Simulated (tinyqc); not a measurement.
## Electron mobility in a silicon inversion layer, empirical terms and Matthiessen rule: effect of the reverse body bias

Inversion layer of sheet density Ns on a uniformly doped body, under a high-permittivity gate with an interlayer. The mobility terms are empirical power laws with prefactors chosen for the exercise; adding their inverses (Matthiessen) is itself an approximation.

ni = sqrt(Nc Nv) exp(-Eg/(2 Vt)), Eg in volts; Ndep = sqrt(2 eps0 eps_r Nb (2 Vt ln(Nb/ni) + Vsb)/q); E = q (Ndep + eta Ns)/(eps0 eps_r), in MV/cm. With t = T/(300 K): muC = Ac (Ns/1e12 cm^-2) t/(Nb/1e17 cm^-3 + Nit/1e11 cm^-2), muP = Ap E^(-1/3) t^(-1.75), muS = As E^(-gs), muR = Ar exp(2 ti/lr)/t; 1/mu is the sum of the inverses.

Parameters, values chosen for the exercise; material values close to those of silicon:
- T = 325 K (temperature)
- Eg = 1.13 eV (band gap)
- eps_r = 11.7 (relative permittivity of the semiconductor)
- Nc = 3.11e19 cm^-3 (conduction-band density of states at T)
- Nv = 2.93e19 cm^-3 (valence-band density of states at T)
- Nb = 5.5e16 cm^-3 (body doping)
- eta = 0.5 (weight of the inversion charge in the effective field)
- Ap = 474 cm^2/(V s) (phonon-limited mobility at 1 MV/cm and 300 K)
- As = 944 cm^2/(V s) (roughness-limited mobility at 1 MV/cm)
- gs = 2 (exponent of the roughness term)
- Ac = 2200 cm^2/(V s) (Coulomb prefactor)
- Nit = 1.1e11 cm^-2 (charge at the interface)
- Ar = 290 cm^2/(V s) (remote-phonon mobility without interlayer)
- ti = 0.4 nm (interlayer thickness)
- lr = 0.6 nm (decay length of remote phonons)
- Ns = 1e13 cm^-2 (inversion density)

Constants: q = 1.602176634e-19 C, kB = 1.380649e-23 J/K, Vt = kB T/q, eps0 = 8.8541878128e-14 F/cm where lengths are in cm. Results are converted to the units shown.

The same in every row: muC (cm^2/(V s)) = 1.444e4; muR (cm^2/(V s)) = 1016.

Effect of the reverse body bias:
```
Vsb (V)  E (MV/cm)  muP (cm^2/(V s))  muS (cm^2/(V s))  mu (cm^2/(V s))
0           0.8882             428.6              1196            236.8
0.4         0.9148             424.5              1128            232.8
0.8         0.9371             421.1              1075            229.4
1.2         0.9567             418.2              1031            226.5
1.6         0.9744             415.6             994.3            223.9
2           0.9906             413.3             961.9            221.6
2.4          1.006             411.3             933.2            219.4
```

What does the comparison show?

As Vsb goes from 0 to 2.4 V, E rises from 0.888 to 1.01 MV/cm and mu falls from 237 to 219 cm^2/(V s). The phonon term is the smallest in the first and the last row.

Computed by the program tinyqc: `OMP_NUM_THREADS=1 python tinyqc.py 2510116 2510117 out.jsonl`, one thread of a shared Intel Xeon 2.30GHz, about 0.01 s for the whole run.
